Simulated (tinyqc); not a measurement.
Defect, radiative and Auger recombination at equal electron and hole densities (ABC model): one step. The efficiency peak. Three cases, with inputs chosen for the exercise.

Question. IQE peaks at n_p = sqrt(Ae/C); with Q = B/sqrt(Ae C), IQE_max = Q/(Q + 2).

J/(e d) = Ae n + B n^2 + C n^3 with Ae = A + 4 S/w (four side walls, carriers spread evenly), e = 1.602176634e-19 C, lengths in cm; internal efficiency IQE = B n^2/(Ae n + B n^2 + C n^3); all injected carriers recombine in the layer.

Give: Ae; n_p; Q; IQE_max; J at the peak.

Case 1.

Values chosen (orders of magnitude like those quoted for GaN; shifted at random, so the results belong to these values and not to a real crystal): A = 28000000 1/s (defect rate); B = 2e-12 cm^3/s (radiative coefficient); C = 2.7e-31 cm^6/s (Auger coefficient); S = 0 cm/s (recombination velocity of the side walls); w = 35 micrometre (side of the square mesa); d = 2 nm (active thickness).

Answer.

Ae = 2.800e+07 1/s
n_p = 1.018e+19 1/cm^3
Q = 0.7274
IQE_max = 0.267
J at the peak = 24.9 A/cm^2

Case 2.

Values chosen (orders of magnitude like those quoted for Si; shifted at random, so the results belong to these values and not to a real crystal): A = 4100 1/s (defect rate); B = 5.7e-15 cm^3/s (radiative coefficient); C = 9.7e-31 cm^6/s (Auger coefficient); S = 0 cm/s (recombination velocity of the side walls); w = 5300 micrometre (side of the square mesa); d = 290000 nm (active thickness).

Answer.

Ae = 4100 1/s
n_p = 6.501e+16 1/cm^3
Q = 0.09039
IQE_max = 0.0432
J at the peak = 2.59 A/cm^2

Case 3.

Values chosen (orders of magnitude like those quoted for InGaAs; shifted at random, so the results belong to these values and not to a real crystal): A = 30000000 1/s (defect rate); B = 1.2e-10 cm^3/s (radiative coefficient); C = 3.3e-29 cm^6/s (Auger coefficient); S = 0 cm/s (recombination velocity of the side walls); w = 7.2 micrometre (side of the square mesa); d = 57 nm (active thickness).

Answer.

Ae = 3.000e+07 1/s
n_p = 9.535e+17 1/cm^3
Q = 3.814
IQE_max = 0.656
J at the peak = 152 A/cm^2

The side walls are taken as passivated.

Computed by tinyqc, one run a case: `OMP_NUM_THREADS=1 python tinyqc.py N N+1 out.jsonl` with N = 1682618, 1682627, 1682640; one thread of a shared Intel(R) Xeon(R) Processor @ 2.30GHz, about 0.01 s a run at most.
